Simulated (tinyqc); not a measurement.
Correction of a charged-defect supercell by a model charge and potential alignment (plane-averaged potentials). Changing the width sigma_m of the model charge. Computed by tinyqc, a small Python program. Command: `OMP_NUM_THREADS=1 python tinyqc.py 3111975 3111976 out.jsonl align sweep`. One thread of a shared host (Intel(R) Xeon(R) Processor @ 2.30GHz), about 0.02 s of CPU time with the checks.

The "true" defect charge is (1 - x) q in a Gaussian of width sigma plus x q in one of width sigma_t, so the exact answer is known; the correction sees only a single model Gaussian of width sigma_m. A Gaussian of width s has the transform rho(G) = exp(-G^2 s^2/2), normalised to 1. A uniform background cancels q, so G = 0 is left out. Potentials are those felt by a unit positive charge. E_0 is the formation energy of the isolated defect, E_cell its value in the supercell, E_lat = E_iso - E_per of the model charge, C the true less the model potential far from the defect; the exact correction is E_0 - E_cell, and the error of a scheme is E_cell plus its correction less E_0.

Inputs (values chosen for the exercise, with screening close to that of SiO2):

| quantity | value | unit |
|---|---|---|
| defect charge q | -2 | e |
| dielectric constant eps | 3.92 | - |
| edge of the cubic cell L | 19.4 | angstrom |
| width sigma of the true defect charge | 1.4 | angstrom |
| share x of the charge in a wide tail | 0 | - |
| width sigma_t of the tail | 2.4 | angstrom |
| formation energy of the isolated defect E_0 | 3.96 | eV |

Constants: e^2/(4 pi eps_0) = 14.39964548 eV angstrom.

Method:
- Periodic energy E_per = (2 pi q^2/(eps L^3)) (e^2/(4 pi eps_0)) sum_(G != 0) rho(G)^2/G^2, G = (2 pi/L)(n1, n2, n3), |n_i| <= 16. Isolated energy: two Gaussians of charges q_a, q_b and widths a, b interact by q_a q_b (e^2/(4 pi eps_0 eps)) sqrt(2/pi)/sqrt(a^2 + b^2), and the self-energy is half the sum over pairs.
- Supercell value E_cell = E_0 + E_per - E_iso for the true charge.
- E_lat = E_iso - E_per for the model charge; point-charge value alpha q^2 e^2/(4 pi eps_0 eps 2 L) with alpha = 2.837297.
- Plane-averaged potential at distance z from the defect: V(z) = (4 pi q/(eps L^3)) (e^2/(4 pi eps_0 e)) sum_(m != 0) rho(G_m) cos(G_m z)/G_m^2, G_m = 2 pi m/L, |m| <= 40.
- C = difference at z = L/2; E_corr = E_cell + E_lat - q C. For charges that have died out at L/2, C = (2 pi q/(eps L^3)) (e^2/(4 pi eps_0 e)) (<s^2> - sigma_m^2), <s^2> = (1 - x) sigma^2 + x sigma_t^2.

One run for each value:

| width sigma_m of the model charge (angstrom) | E_lat (eV) | alignment C (V) | error without alignment (meV) | error with alignment (rounded to 1e-4 meV) (meV) |
|---|---|---|---|---|
| 0.97 | 1.0626 | -0.0064430 | 12.886 | 0 |
| 1.10 | 1.0592 | -0.0047417 | 9.483 | 0 |
| 1.20 | 1.0563 | -0.0032876 | 6.575 | 0 |
| 1.30 | 1.0531 | -0.0017070 | 3.414 | 0 |
| 1.50 | 1.0460 | 0.0018334 | -3.667 | 0 |
| 1.60 | 1.0421 | 0.0037933 | -7.587 | 0 |
| 1.70 | 1.0379 | 0.0058797 | -11.759 | 0 |
| 1.80 | 1.0335 | 0.0080925 | -16.185 | 0 |

Over the rows, E_lat (eV) falls from 1.06 to 1.03 (exponent d ln y / d ln x -0.026 between the first rows and -0.075 between the last); alignment C (V) rises from -0.00644 to 0.00809; error without alignment (meV) falls from 12.9 to -16.2. E_lat and q C each change with the model width, by 29 and 29 meV over the rows, while the aligned error changes by 0.0 meV.
